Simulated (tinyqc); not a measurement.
A spin-degenerate level with charging energy between two leads, rate equations: two steps of the calculation.

States 0, up, down and 2 with energies 0, e1 - Ez/2, e1 + Ez/2 and 2 e1 + U. mu_L = +V/2, mu_R = -V/2 (meV), f(x) = 1/(1 + exp(x/kB T)). A transition that adds one electron of given spin at the energy E has the rate G f(E - mu) from each lead, and its reverse G [1 - f(E - mu)]. I counts electrons leaving the left lead, times q.

Parameters, values chosen for the exercise:
- GL = 0.35 1/ns (tunnel rate to the left lead)
- GR = 0.46 1/ns (tunnel rate to the right lead)

Constants: q = 1.602176634e-19 C. Results are converted to the units shown.

Problem 1. Rate matrix. dp/dt = W p; W_ji is the rate from state i to j, and each column sums to zero.

```
transition	fL	fR (1e-7)
0-up	1.0000000	4.9220767
0-down	1.0000000	4.9220767
up-2	0.9999981	0.0000000
down-2	0.9999981	0.0000000
```

Find: W.

Solution 1.

W (1/ns):
```
	0	up	down	2
0	-0.7000	0.4600	0.4600	0.0000
up	0.3500	-0.8100	0.0000	0.4600
down	0.3500	0.0000	-0.8100	0.4600
2	0.0000	0.3500	0.3500	-0.9200
```

Problem 2. Steady state and current. Steady state: W p = 0 with sum p = 1. I = q GL sum over transitions i-j of [fL p_i - (1 - fL) p_j].

W (1/ns):
```
	0	up	down	2
0	-0.70000045	0.45999977	0.45999977	0.00000000
up	0.35000023	-0.80999911	0.00000000	0.46000066
down	0.35000023	0.00000000	-0.80999911	0.46000066
2	0.00000000	0.34999934	0.34999934	-0.92000133
```

fL, transition 0-up to down-2: 1.0000000  1.0000000  0.9999981  0.9999981

Give: p; mean number of electrons; I.

Solution 2.

p: 0 0.32251, up 0.24539, down 0.24539, 2 0.18671
mean number of electrons = 0.86420
I = 63.691 pA

In units of q GL GR/(GL + GR) = 31.8 pA the current is 2.00; two independent spin channels fully inside the bias window would give 2.

Range of the model: Rate equations need hbar G well below kB T; cotunnelling and the Kondo effect are left out.

Computed by the program tinyqc: `OMP_NUM_THREADS=1 python tinyqc.py 2780101 2780102 out.jsonl`, one thread of a shared Intel Xeon 2.30GHz, about 0.01 s for the whole run.
